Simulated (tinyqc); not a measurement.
Pelgrom slope, floor and doping from two device sizes.

Inverse problem. s^2 = A^2/(L W) + s0^2, with s0 independent of size and A = (q/Cox) sqrt(Na Wd/3) from random dopants alone, Cox = 3.9 eps0/ti. Find A, s0 and Na.

Inputs (values chosen for the exercise): oxide-equivalent thickness in inversion ti = 1.9 nm.

Constants: q = 1.602176634e-19 C, eps0 = 8.8541878128e-14 F/cm where lengths are in cm. Results are converted to the units shown.

s for gate areas 0.004 and 0.036 um^2 (mV): 17.0081696  5.84311403
Wd = 23.3265410 nm

Solution. s^2 is linear in 1/area: slope A^2, intercept s0^2.

A = 1.071 mV um
s0 = 1.500 mV
Na = 1.900e18 cm^-3

Program tinyqc, `OMP_NUM_THREADS=1 python tinyqc.py 2090110 2090111 out.jsonl`; Intel Xeon 2.30GHz, shared host, one thread, about 0.01 s.
